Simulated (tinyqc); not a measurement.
Classical nucleation, growth and JMAK kinetics of crystallisation from a melt or glass: one step, computed by the program tinyqc.

A spherical nucleus cap on a flat wall with a sharp interface of isotropic energy gamma; lambda = Omega^(1/3) is the jump distance.

Question. Steady nucleation rate. Driving force per volume: dG = H (T_m - T)/T_m. Shape factor f = (2 + cos theta)(1 - cos theta)^2/4. W(r) = f [4 pi r^2 gamma - (4/3) pi r^3 dG]; r* = 2 gamma/dG; W* = f 16 pi gamma^3/(3 dG^2); n* = f (4/3) pi r*^3/Omega. D = D0 exp(-Q/(k_B T)); attachment rate k+ = (A*/lambda^2) D/lambda^2 with A* = 2 pi r*^2 (1 - cos theta); Zeldovich factor Z = sqrt(W*/(3 pi k_B T))/n*; sites per volume N = S_v/lambda^2; I = N Z k+ exp(-W*/(k_B T)); lag time = 1/(4 pi Z^2 k+).

Inputs (values chosen for the exercise, for a model substance): melting point T_m = 820 K; heat of melting per volume H = 985 J/cm^3; interface energy gamma = 0.0899 J/m^2; atomic volume Omega = 15.9 angstrom^3; temperature T = 612 K; diffusion prefactor D0 = 1.6e-05 m^2/s; activation energy Q = 1.27 eV; contact angle theta = 55 degrees; wall area per volume S_v = 2.6e+06 1/m.

Nucleation: on a flat wall. Driving force: Turnbull (linear).

Constants: k_B = 8.617333262e-05 eV/K; k_B = 1.380649e-23 J/K.

Give: diffusivity D; attachment rate k+; Zeldovich factor Z; sites N; nucleation rate I; lag time.

Answer.

diffusivity D = 5.569e-16 m^2/s

attachment rate k+ = 1.933e+05 1/s

Zeldovich factor Z = 0.04660

sites N = 4.112e+25 1/m^3

nucleation rate I = 2.488e+28 1/(m^3 s)

lag time = 1.896e-04 s
